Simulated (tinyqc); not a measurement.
From one set of inputs to another, one input at a time: capillary instabilities by surface diffusion: grooving and agglomeration of films, edge retraction, wire break-up and smoothing of roughness. Computed by tinyqc, a small Python program. Command: `OMP_NUM_THREADS=1 python tinyqc.py 3029656 3029657 out.jsonl dewet ladder`. One thread of a shared host (Intel(R) Xeon(R) Processor @ 2.30GHz), about 0.01 s of CPU time with the checks.

Isotropic surface energy; shapes change by surface diffusion alone.

The inputs printed are set A. Inputs not listed in the table keep their values of set A, so the rows need not describe a real material.

Inputs (values chosen for the exercise, of the order of those of silicon on oxide):

| quantity | value | unit |
|---|---|---|
| surface energy gamma_s | 1.32 | J/m^2 |
| grain-boundary energy gamma_b | 0.51 | J/m^2 |
| atomic volume Omega | 20 | angstrom^3 |
| surface sites nu | 15 | 1/nm^2 |
| prefactor D0 | 9.8e-05 | m^2/s |
| activation energy Q | 2.28 | eV |
| temperature T | 1267 | K |
| time t | 2600 | s |
| film thickness h | 24 | nm |
| grain radius R | 100 | nm |
| wire radius r | 15 | nm |
| initial ripple over radius | 0.05 | - |

Grooves: at the surface only.

Constants: k_B = 8.617333262e-05 eV/K; k_B = 1.380649e-23 J/K.

Method:
- B = D_s nu gamma_s Omega^2/(k_B T), D_s = D0 exp(-Q/(k_B T)).
- Groove angle beta: sin(beta) = gamma_b/(2 gamma). For circular grains of radius R with spherical caps the groove ends (measured from the mean surface) at the depth R g(beta), g = (2 - 3 cos beta + cos^3 beta)/(3 sin^3 beta). The film parts if R g(beta_s) > h.
- Mullins' isolated groove: depth below the flat surface d = 0.780 m (B t)^(1/4), m = tan(beta_s), width between the ridges 4.6 (B t)^(1/4); time to reach h: (h/(0.780 m))^4/B.
- A wire with r + A cos(k z) has dA/dt = (B/r^4) (kr)^2 [1 - (kr)^2] A: unstable for wavelengths above 2 pi r, fastest at kr = 1/sqrt 2 with the rate B/(4 r^4); break-up time about (4 r^4/B) ln(r/A0); each wavelength makes a sphere of radius (3 r^2 lambda_m/4)^(1/3).

Each row keeps all changes above it:

| input moved | from | to | critical R/h | groove depth (nm) | break-up time (s) |
|---|---|---|---|---|---|
| set A | - | - | 20.45 | 15.29 | 1.603e+01 |
| grain-boundary energy gamma_b (J/m^2) | 0.51 | 0.67 | 15.42 | 20.38 | 1.603e+01 |
| film thickness h (nm) | 24 | 3.4 | 15.42 | 20.38 | 1.603e+01 |
| temperature T (K) | 1267 | 739 | 15.42 | 0.56 | 2.823e+07 |
| prefactor D0 (m^2/s) | 9.8e-05 | 4.2e-05 | 15.42 | 0.45 | 6.587e+07 |
| activation energy Q (eV) | 2.28 | 1.75 | 15.42 | 3.63 | 1.600e+04 |
| wire radius r (nm) | 15 | 16 | 15.42 | 3.63 | 2.072e+04 |
| grain radius R (nm) | 100 | 18 | 15.42 | 3.63 | 2.072e+04 |

Critical R/h goes from 20.4 to 15.4, a factor 0.754 in all. The largest single move comes from grain-boundary energy gamma_b (a factor 0.754). Groove depth goes from 15.3 to 3.63, a factor 0.237 in all. The largest single move comes from temperature T (a factor 0.0275), and activation energy Q works against it (a factor 8.01). Break-up time goes from 16.0 to 20700, a factor 1290 in all. The largest single move comes from temperature T (a factor 1.76e6), and activation energy Q works against it (a factor 2.43e-4). The single moves hold for this order of the switches; the total does not depend on the order.

Caution (rows set A, grain-boundary energy gamma_b, film thickness h, grain radius R): the grooves of neighbouring boundaries overlap, so the depth levels off at its final value. Caution (all rows): faceting can stabilise wires along low-index directions. Caution (rows film thickness h, activation energy Q, wire radius r, grain radius R): this depth exceeds the film thickness, so the isolated-groove formula no longer applies.

Extremes, crossings and ranges named in words are read from the listed rows.
